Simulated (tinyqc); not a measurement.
Worked calculation: binary melting diagram from solution models of liquid and solid. Computed by tinyqc, a small Python program that keeps every step. Command: `OMP_NUM_THREADS=1 python tinyqc.py 3029435 3029436 out.jsonl melt walk`. One thread of a shared host (Intel(R) Xeon(R) Processor @ 2.30GHz), about 0.01 s of CPU time with the checks. Intermediate numbers are printed to about 6 digits and carried at full precision; extremes and crossings named in words are read from the listed rows.

x is the fraction of B. In a phase with interaction L: mu_A = G_A + R T ln(1 - x) + L x^2, mu_B = G_B + R T ln x + L (1 - x)^2. Melting: G(liquid) - G(solid) = H (1 - T/T_m) for each pure component.

Inputs (values chosen for the exercise, for a model alloy):
```
quantity                value    unit
melting point T_A        1760       K
melting point T_B        1375       K
heat of melting H_A      36.8  kJ/mol
heat of melting H_B      41.8  kJ/mol
liquid interaction L_L    -17  kJ/mol
overall fraction x0      0.53       -
```

Diagram: eutectic with pure solids.

Constants: R = 8.314462618 J/(mol K).

## The two liquidus branches

Liquid against pure solid A: T = (H_A + L_L x^2)/(H_A/T_A - R ln(1 - x)); against pure solid B: T = (H_B + L_L (1 - x)^2)/(H_B/T_B - R ln x). The higher branch is the stable one; a dash marks a branch without a positive root.

Liquidus temperatures (K):
```
x     branch A  branch B  first solid
0.05   1722.83    478.37            A
0.15   1635.98    639.27            A
0.30   1477.30    828.25            A
0.45   1288.94    989.70            A
0.60   1075.45   1127.94            B
0.75    839.75   1242.30            B
0.90    574.98   1331.05            B
0.97    415.56   1363.14            B
```

## Eutectic point by bisection

Halve the interval 0.001 to 0.999 for the crossing, 44 times.

Bisection, first 12 steps:
```
step         x  branch A (K)  branch B (K)
1     0.500000       1220.37       1038.35
2     0.749500        840.57       1241.96
3     0.624750       1038.06       1148.49
4     0.562375       1131.15       1095.45
5     0.593562       1085.08       1122.49
6     0.577969       1108.23       1109.10
7     0.570172       1119.72       1102.31
8     0.574070       1113.99       1105.71
9     0.576020       1111.11       1107.41
10    0.576994       1109.67       1108.25
11    0.577481       1108.95       1108.67
12    0.577725       1108.59       1108.89
```

eutectic composition x_E = 0.577601

eutectic temperature T_E = 1108.78 K

T_E lies 266 K below the lower melting point, and x_E lies on the side of B, the lower-melting component.

## Freezing of the alloy x0

Primary solid forms at the higher branch; just above T_E its mole fraction is (x_E - x0)/x_E for A or (x0 - x_E)/(1 - x_E) for B, and the rest freezes as eutectic, with B making up x_E of it.

liquidus temperature = 1177.95 K

fraction of primary solid = 0.0824111

freezing range = 69.1770 K

The primary solid is A.

## Effect of the liquid interaction

The crossing is found anew for each L_L.

Eutectic point:
```
L_L (kJ/mol)       x_E  T_E (K)
-44.0         0.529957   899.08
-29.0         0.550549  1016.39
-15.0         0.583670  1123.96
-7.4          0.613330  1180.74
0.0           0.657925  1233.73
2.0           0.674043  1247.41
4.0           0.692391  1260.70
```

T_E rises from 899 to 1261 K, 7.5 K per kJ/mol on average: attraction in the liquid stabilises it and deepens the eutectic. As attraction grows x_E moves from 0.692 to 0.530, towards 1/2, where mixing gains most.

Checks made by the program: equal chemical potentials at the eutectic (relative difference 1e-10).
